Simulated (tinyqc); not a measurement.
A log to judge: quasi-harmonic thermal expansion with mode Grueneisen parameters. Computed by tinyqc. Command: `OMP_NUM_THREADS=1 python tinyqc.py 3015749 3015750 out.jsonl qha walk`. One thread of a shared host (Intel(R) Xeon(R) Processor @ 2.30GHz), about 0.03 s of CPU time with the checks.

A crystal with two atoms a cell; per atom there are 1 transverse acoustic (TA), 1/2 longitudinal acoustic (LA) and 3/2 optical (O) modes. Every frequency of group i scales as nu_i (V/V0)^(-gamma_i). Each group has one frequency. Static energy: E = (9 V0 B0/16) [y^3 B' + y^2 (2 - 4 y)], y = (V0/V)^(2/3) - 1, with pressure P_s = (3 B0/2) (z^7 - z^5) [1 + (3/4)(B' - 4)(z^2 - 1)], z = (V0/V)^(1/3).

Inputs (values chosen for the exercise, for a model crystal):
```
quantity                       value             unit
static volume V0                17.5  angstrom^3/atom
static bulk modulus B0          42.4              GPa
static B'                       5.39                -
frequency nu_TA                 2.76              THz
frequency nu_LA                 5.92              THz
frequency nu_O                  8.81              THz
Grueneisen parameter gamma_TA   0.22                -
Grueneisen parameter gamma_LA    1.5                -
Grueneisen parameter gamma_O     1.8                -
temperature T                    120                K
step factor f                    2.3                -
```

Acoustic groups: Einstein.

Constants: h x 1 THz = 4.135667696 meV; k_B = 8.617333262e-05 eV/K; 1 eV/angstrom^3 = 160.2176634 GPa.

Method:
- For a mode with x = h nu/(k_B T), n = 1/(exp(x) - 1): U = h nu (n + 1/2), C/k_B = x^2 n (n + 1); U_i and C_i sum these over group i with its weight per atom.
- Phonon pressure P_ph = sum_i gamma_i U_i/V.
- Start at V0 and step V(new) = V [1 + f (P_s + P_ph)/B0]; stop when |P_s + P_ph| < 1e-8 GPa, after 60 steps, or when V leaves 0.7 to 1.3 V0.

Iterations:
```
step  V (angstrom^3)  P_s + P_ph (GPa)
0            17.5000           0.60204
1            18.0715          -0.68939
2            17.3957           0.86784
3            18.2146          -0.97307
4            17.2532           1.24764
5            18.4209          -1.35671
6            17.0652           1.77949
7            18.7125          -1.85218
8            16.8324           2.49001
...              ...               ...
51           20.6193          -4.04600
52           16.0939           5.18370
53           20.6193          -4.04600
54           16.0939           5.18370
55           20.6193          -4.04600
56           16.0939           5.18370
57           20.6193          -4.04600
58           16.0939           5.18370
59           20.6193          -4.04600
```

Can the last value be used, and what does the course show?

No. Not converged: the residual has stopped falling and repeats with period one or two: the iteration swings between two states. Near the solution each step multiplies the error by about 1 - f B/B0, with f = 2.3. Reruns converge with step factor f = 1.0; or with step factor f = 0.6.
